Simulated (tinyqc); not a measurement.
On-chip interconnect, size-dependent resistivity and RC delay: delay against the space to the neighbouring lines.

A rectangular line between two neighbours and two ground planes. Surface and grain-boundary scattering are added to the bulk resistivity as corrections; capacitances are parallel-plate values without fringing; inductance is ignored.

Metal width x = wd - 2 tl, height y = AR wd - tl; grain boundaries (Mayadas-Shatzkes): al = (lam/(gr x)) Rg/(1 - Rg), g = 1/[1 - 3 al/2 + 3 al^2 - 3 al^3 ln(1 + 1/al)] - 1; surfaces (Fuchs-Sondheimer, thick limit): s = (3/8) lam (1 - ps)(1/x + 1/y); rho = rho0 (1 + g + s); r = rho/(x y); c = eps0 ek (2 wd/hd + 2 Mf AR wd/sp). Elmore delay tE = Rd (c Lw + Cl) + r Lw (c Lw/2 + Cl); t50 is the time at which the far end of a ladder of 30 pi sections (half capacitances at both ends, Cl at the far end, a step applied through Rd) reaches half the step; line share r Lw/(Rd + r Lw); estimate 0.69 Rd (c Lw + Cl) + 0.38 r c Lw^2 + 0.69 r Lw Cl.

Parameters, values chosen for the exercise; metal values close to those of copper:
- rho0 = 1.63 uohm cm (bulk resistivity)
- lam = 40.8 nm (bulk mean free path)
- ps = 0 (specular share of surface scattering)
- Rg = 0.29 (reflection coefficient of grain boundaries)
- gr = 1.5 (grain size over the metal width)
- wd = 110 nm (drawn line width)
- AR = 2 (aspect ratio, height over width)
- tl = 1.7 nm (liner on both walls and the bottom, not conducting)
- hd = 110 nm (dielectric height to the planes above and below)
- ek = 2.7 (relative permittivity of the dielectric)
- Mf = 1 (Miller factor of the neighbours)
- Lw = 160 um (line length)
- Rd = 350 ohm (driver resistance)
- Cl = 0.15 fF (load capacitance)

Constants: eps0 = 8.8541878128e-12 F/m. Results are converted to the units shown.

The same in every row: rho (uohm cm) = 2.226; r (ohm/um) = 0.9564; line share of the resistance (%) = 30.42.

Results:

| sp (nm) | c (fF/um) | tE (ps) | t50 (ps) | estimate (ps) |
|---|---|---|---|---|
| 55 | 0.2391 | 16.39 | 11.66 | 11.51 |
| 110 | 0.1434 | 9.864 | 7.016 | 6.929 |
| 150 | 0.1179 | 8.124 | 5.779 | 5.706 |
| 210 | 0.09790 | 6.756 | 4.806 | 4.746 |
| 280 | 0.08538 | 5.902 | 4.198 | 4.145 |
| 400 | 0.07411 | 5.133 | 3.651 | 3.605 |
| 550 | 0.06694 | 4.643 | 3.303 | 3.261 |

Estimate the missing row, sp = 76 nm.

Computed row:

| sp (nm) | c (fF/um) | tE (ps) | t50 (ps) | estimate (ps) |
|---|---|---|---|---|
| 76 | 0.1862 | 12.78 | 9.092 | 8.980 |

With this row back in the table: As sp goes from 55 to 550, r stays at 0.956 ohm/um, c falls from 0.239 to 0.0669 fF/um and t50 falls from 11.7 to 3.30 ps. t50/tE stays at 0.711, and the estimate is within 1.3 % of t50.

Computed by the program tinyqc: `OMP_NUM_THREADS=1 python tinyqc.py 2100092 2100093 out.jsonl`, one thread of a shared Intel Xeon 2.30GHz, about 0.01 s for the whole run.
